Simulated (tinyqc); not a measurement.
Heisenberg spin cluster by exact diagonalisation: multiplets, susceptibility, level crossings. Changing the temperature T. Computed by tinyqc, a small Python program. Command: `OMP_NUM_THREADS=1 python tinyqc.py 3012262 3012263 out.jsonl spincl sweep`. One thread of a shared host (Intel(R) Xeon(R) Processor @ 2.30GHz), about 0.02 s of CPU time with the checks.

H = J1 sum S_i.S_j over the bonds 1-2, 2-3, 3-4, 4-5, 5-6, 6-1 + J2 sum over 1-3, 2-4, 3-5, 4-6, 5-1, 6-2 - g mu_B B S_z; J > 0 is antiferromagnetic.

Inputs (values chosen for the exercise, for a model cluster):
```
quantity     value  unit
exchange J1   0.43   meV
exchange J2   0.23   meV
g factor      2.11     -
field B          8     T
```

Cluster: ring of six with second neighbours J2. Spin s of each site: 0.5.

Constants: k_B = 8.617333262e-05 eV/K; mu_B = 5.7883818060e-05 eV/T.

Method:
- Every multiplet has one member in the block S_z = 0; diagonalise it and read the total spin from <S^2> = S (S + 1).
- Z = sum k (2S + 1) exp(-E/(k_B T)) over the table, k the number of multiplets; <S^2> likewise with the factor S (S + 1); chi T = N_A g^2 mu_B^2 <S^2>/(3 k_B) = 0.125049 g^2 <S^2> cm^3 K/mol (cgs, per mole of clusters); C = (<E^2> - <E>^2)/(k_B T)^2; entropy = ln Z + <E>/(k_B T).
- Each multiplet splits as E - g mu_B B m; <S_z> is the Boltzmann mean. The first level crossing is at the smallest (E_S - E_0)/(g mu_B (S - S_0)) over higher spins (0 if the ground state has the highest spin).

One run for each value:
```
temperature T (K)  chi T (cm^3 K/mol)  heat capacity (k_B)  entropy (k_B)   <S_z>
0.65                           0.0476               0.9727         0.8866  2.2619
1.10                           0.2522               1.6709         1.6274  2.2042
1.70                           0.5024               1.4865         2.3256  2.0915
2.90                           0.8213               1.2542         3.0555  1.8884
4.70                           1.1680               0.8795         3.5795  1.6335
7.70                           1.5382               0.4518         3.9030  1.3095
13.00                          1.8673               0.1849         4.0611  0.9517
21.00                          2.0869               0.0757         4.1199  0.6655
34.00                          2.2377               0.0299         4.1437  0.4439
```

Describe the trends.

Over the rows, chi T (cm^3 K/mol) rises from 0.0476 to 2.24 (exponent d ln y / d ln x 3.2 between the first rows and 0.14 between the last); heat capacity (k_B) goes from 0.973 through a maximum among these rows, 1.67 at 1.10, to 0.0299; entropy (k_B) rises from 0.887 to 4.14 (exponent d ln y / d ln x 1.2 between the first rows and 0.012 between the last).

Extremes, crossings and ranges named in words are read from the listed rows.
